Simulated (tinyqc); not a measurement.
# p-n diode with diffusion and depletion-layer recombination, step by step

Computed by the program tinyqc: `OMP_NUM_THREADS=1 python tinyqc.py 2260024 2260025 out.jsonl`, one thread of a shared Intel Xeon 2.30GHz, about 0.01 s for the whole run. Printed values are rounded.

Abrupt junction in the depletion approximation, low injection, full ionisation, neutral widths fixed, ohmic contact on the p side. Vj is the junction voltage; where a series resistance Rs is given, V = Vj + J Rs is the terminal voltage.

Parameters, values chosen for the exercise; band and dielectric values close to those of silicon: temperature T = 293 K; band gap Eg = 1.14 eV; relative permittivity eps_r = 11.6; conduction-band density of states at T Nc = 2.69e19 cm^-3; valence-band density of states at T Nv = 2.61e19 cm^-3; acceptor density Na = 2.1e18 cm^-3; donor density Nd = 1.2e17 cm^-3; electron mobility in the p side mun = 210 cm^2/(V s); hole mobility in the n side mup = 320 cm^2/(V s); electron lifetime tn = 2e-6 s; hole lifetime tp = 5e-7 s; neutral width of the p side wp = 0.61 um; neutral width of the n side wn = 2.7 um; recombination velocity at the n contact Sp = 1e7 cm/s; series resistance Rs = 0.011 ohm cm^2; trap level above the intrinsic level Et = 0 eV; junction voltage at which recombination is evaluated Vj = 0.45 V; terminal voltage V = 0.75 V.

Constants: q = 1.602176634e-19 C, kB = 1.380649e-23 J/K, Vt = kB T/q, eps0 = 8.8541878128e-14 F/cm where lengths are in cm. Results are converted to the units shown.

## Diffusion lengths and saturation currents

ni = sqrt(Nc Nv) exp(-Eg/(2 Vt)), Eg in volts; D = mu Vt; Ln = sqrt(Dn tn), Lp = sqrt(Dp tp); J0n = q ni^2 Dn coth(wp/Ln)/(Ln Na); J0p = (q ni^2 Dp/(Lp Nd)) (s + tanh(wn/Lp))/(1 + s tanh(wn/Lp)), s = Sp Lp/Dp.

ni = 4.157667e9 cm^-3
Ln = 32.56454 um
Lp = 20.09927 um
J0n = 1.146493e-13 A/cm^2
J0p = 6.927470e-13 A/cm^2

wp/Ln = 0.019 and wn/Lp = 0.13; holes carry 85.8 % of the diffusion current.

## Recombination in the depleted layer

ni = sqrt(Nc Nv) exp(-Eg/(2 Vt)), Eg in volts. Vbi = Vt ln(Na Nd/ni^2), W = sqrt(2 eps0 eps_r (Vbi - Vj)(1/Na + 1/Nd)/q), xp = W Nd/(Na + Nd), xn = W Na/(Na + Nd); u(x) = q Na (x + xp)^2/(2 eps0 eps_r) for x < 0 and Vbi - Vj - q Nd (xn - x)^2/(2 eps0 eps_r) for x > 0; p = Na exp(-u/Vt), n = Nd exp((u - Vbi + Vj)/Vt); U = ni^2 (exp(Vj/Vt) - 1)/(tp (n + ni exp(Et/Vt)) + tn (p + ni exp(-Et/Vt))); J_scr = q times the integral of U from -xp to xn. Trapezoid rule on 15 equal steps.

W = 74.37242 nm

| point | x (nm) | u (V) | n (cm^-3) | p (cm^-3) | U (cm^-3 s^-1) |
|---|---|---|---|---|---|
| 0 | -4.02013 | 0.0000000 | 4.526410e8 | 2.1e18 | 2.263205e14 |
| 1 | 0.93803 | 0.0387420 | 2.099619e9 | 4.527230e17 | 1.049810e15 |
| 2 | 5.89619 | 0.1008661 | 2.458739e10 | 3.865989e16 | 1.229369e16 |
| 3 | 10.85435 | 0.1583884 | 2.399556e11 | 3.961341e15 | 1.199758e17 |
| 4 | 15.81251 | 0.2113089 | 1.951623e12 | 4.870541e14 | 9.748246e17 |
| 5 | 20.77067 | 0.2596277 | 1.322840e13 | 7.185645e13 | 6.322748e18 |
| 6 | 25.72884 | 0.3033446 | 7.472492e13 | 1.272060e13 | 1.513270e19 |
| 7 | 30.68700 | 0.3424598 | 3.517791e14 | 2.702111e12 | 5.242826e18 |
| 8 | 35.64516 | 0.3769731 | 1.380133e15 | 6.887349e11 | 1.374705e18 |
| 9 | 40.60332 | 0.4068847 | 4.512515e15 | 2.106466e11 | 4.212126e17 |
| 10 | 45.56148 | 0.4321945 | 1.229597e16 | 7.730550e10 | 1.546068e17 |
| 11 | 50.51964 | 0.4529026 | 2.792244e16 | 3.404237e10 | 6.808435e16 |
| 12 | 55.47780 | 0.4690088 | 5.284338e16 | 1.798799e10 | 3.597591e16 |
| 13 | 60.43596 | 0.4805133 | 8.334399e16 | 1.140509e10 | 2.281017e16 |
| 14 | 65.39412 | 0.4874159 | 1.095480e17 | 8.676981e9 | 1.735395e16 |
| 15 | 70.35229 | 0.4897168 | 1.2e17 | 7.921217e9 | 1.584243e16 |

J_scr = 2.375942e-6 A/cm^2

With 2000 steps J_scr = 2.361e-6 A/cm^2; the coarse value is 0.63 % above it. U is largest at x = 25.7 nm among these points; the peak lies where tp n = tn p. On the fine grid U peaks at 1.541e19 cm^-3 s^-1, and J_scr/(q U_max) is 12.9 % of W, the effective width of the recombining zone.

## Starting value

Vj = V.

Vj at the start = 0.75 V

## Iteration 1: new Vj

J0 = J0n + J0p = 8.073963e-13 A/cm^2

Diffusion current alone: J = J0 (exp(Vj/Vt) - 1), g = Vj + J Rs - V, g' = 1 + Rs J0 exp(Vj/Vt)/Vt, Vj(new) = Vj - g/g'.

J = 6.420116 A/cm^2
g = 0.07062127 V
g' = 3.797016
Vj after iteration 1 = 0.7314009 V

## Iteration 2: new Vj

As before.

J = 3.073450 A/cm^2
g = 0.01520880 V
g' = 2.338993
Vj after iteration 2 = 0.7248986 V

## Course of the iteration

Stop when the step is below 1e-10 V, or after 80 iterations.

Course of the iteration:

| iteration | Vj before the step (V) | step (V) |
|---|---|---|
| 1 | 0.75 | -0.0186 |
| 2 | 0.7314009 | -6.50e-3 |
| 3 | 0.7248986 | -5.07e-4 |
| 4 | 0.7243921 | -2.59e-6 |
| 5 | 0.7243895 | -6.70e-11 |

Converged in 5 iterations.
